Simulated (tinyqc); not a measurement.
# Resonant-tunnelling diode, transfer matrices and Tsu-Esaki current: effects of single changes

Emitter (band edge 0), barrier d1, well Lw, barrier d2, spacer ds, collector (edge -V). The bias drops linearly over these layers and none in the contacts; each layer is cut into ns equal slices, flat at the value of their centres. E is the energy of motion across the layers, C = hbar^2/(2 m0), psi and psi'/m are continuous. Transport is coherent, T(E) is taken as independent of the transverse momentum, and charge in the well is ignored.

Values chosen for this exercise; masses and offsets of a made-up heterostructure: temperature T = 300 K; mass in the well, spacer and contacts mw = 0.031 m0; barrier height U1 = 0.52 eV; barrier mass m1 = 0.071 m0; emitter barrier d1 = 1.7 nm; well width Lw = 7.5 nm; collector barrier d2 = 1.7 nm; slices in each layer ns = 1; undoped spacer after the collector barrier ds = 1.8 nm; Fermi energy of both contacts above their band edges Ef = 0.031 eV; bias of the collector V = 0.12 V.

Constants: q = 1.602176634e-19 C, kB = 1.380649e-23 J/K, hbar = 1.054571817e-34 J s, m0 = 9.1093837015e-31 kg, Vt = kB T/q, hbar^2/(2 m0) = 0.0380998212 eV nm^2. Results are converted to the units shown.

Each table varies one quantity; the others keep the values above.

## Current against voltage

For the pair (psi, psi'/m) a flat layer has M = [[cos kd, (m/k) sin kd], [-(k/m) sin kd, cos kd]] with k = sqrt(m (E - U)/C) above its edge U, and M = [[cosh Kd, (m/K) sinh Kd], [(K/m) sinh Kd, cosh Kd]] with K = sqrt(m (U - E)/C) below it. Later slices stand to the left. With M acting on (psi, psi'/m) and v = k/m in each lead, T(E) = 4 vL vR/[(vL vR M12 - M21)^2 + (vR M11 + vL M22)^2]. J = J0 times the integral over E > 0 of T(E) N(E), N = ln[(1 + exp((Ef - E)/Vt))/(1 + exp((Ef - V - E)/Vt))], J0 = q^2 mw m0 kB T/(2 pi^2 hbar^3) (times 1e-4 for A/cm^2 per eV). The integral is converged to the digits shown.

Result of one run:
```
V (V)	J (kA/cm^2)
0.247	10.13
```

What becomes of these results when the bias of the collector V is changed from 0.247 to 0.133 V, all else the same?

Result of the changed run:
```
V (V)	J (kA/cm^2)
0.133	101.3
```

The whole series:
```
V (V)	J (kA/cm^2)
0.019	14.36
0.048	35.61
0.076	57.16
0.105	80.74
0.133	101.3
0.162	108.4
0.19	58.40
0.219	15.20
0.247	10.13
0.276	8.495
0.304	8.048
```

Among the rows the current peaks at 108 kA/cm^2 at V = 0.162 V and falls to 8.05 kA/cm^2 at 0.304 V, a ratio of 13.5 (it is still falling in the last row, so the valley lies there or beyond). At zero bias the resonance lies at 0.0827 eV and the centre of the well takes the share 0.429 of the bias, so the level should reach the emitter band edge near V = 0.193 V; beyond that only the tail of the broadened level (width 8.85 meV at zero bias) and off-resonant tunnelling carry current. Without scattering and space charge the valley comes out far lower than in a real diode.

## Resonance against bias

The resonance is the first maximum of T(E) for E > 0, G its full width at half maximum. For a sharp resonance J = J0 (pi G/2) Tp N(Er), with Er the peak energy, Tp the peak transmission and G the full width at half maximum (in eV).

Resonance against bias:
```
V (V)	Er (eV)	Tp	G (meV)	J (kA/cm^2)	one-resonance J (kA/cm^2)
0.019	0.07453	0.9978	8.829	14.36	15.26
0.043	0.06425	0.9885	8.770	31.91	34.07
0.067	0.05396	0.9712	8.669	50.06	53.90
0.091	0.04366	0.9436	8.523	69.31	75.37
0.116	0.03291	0.8989	8.313	89.44	98.41
0.14	0.02260	0.8305	8.031	105.1	117.2
0.164	0.01233	0.7091	7.610	107.7	122.5
```

What does the table show?

Er falls from 0.0745 to 0.0123 eV, by 0.429 eV a volt, against the share 0.429 of the bias at the centre of the well. Tp falls from 0.998 to 0.709: the bias makes equal barriers unequal. The one-resonance current is 6.2 % above the full integral in the first row and 14 % above it in the last.

## Effect of the emitter barrier

Same model as above.

Effect of the emitter barrier:
```
d1 (nm)	Er (eV)	Tp	G (meV)	J (kA/cm^2)
1	0.03101	0.8879	16.54	167.0
1.3	0.03171	0.9976	11.56	137.2
1.6	0.03142	0.9413	8.867	103.5
2	0.03028	0.6819	7.049	62.83
2.3	0.02917	0.4652	6.364	40.22
2.6	0.02796	0.2929	5.977	24.68
2.9	0.02673	0.1752	5.756	14.73
```

As d1 grows from 1 to 2.9 nm, G falls from 16.5 to 5.76 meV, Tp goes from 0.888 through a maximum of 0.998 (at d1 = 1.3 nm among the rows listed) to 0.175, and J falls from 167 to 14.7 kA/cm^2. The product G Tp changes by a factor of 0.0687 and J by 0.0882; the rest comes from the shift of Er (0.0310 to 0.0267 eV) against the supply function and from current off resonance.

Numbers from tinyqc (`OMP_NUM_THREADS=1 python tinyqc.py 2600143 2600144 out.jsonl`; about 0.2 s on one thread of a shared Intel Xeon 2.30GHz).
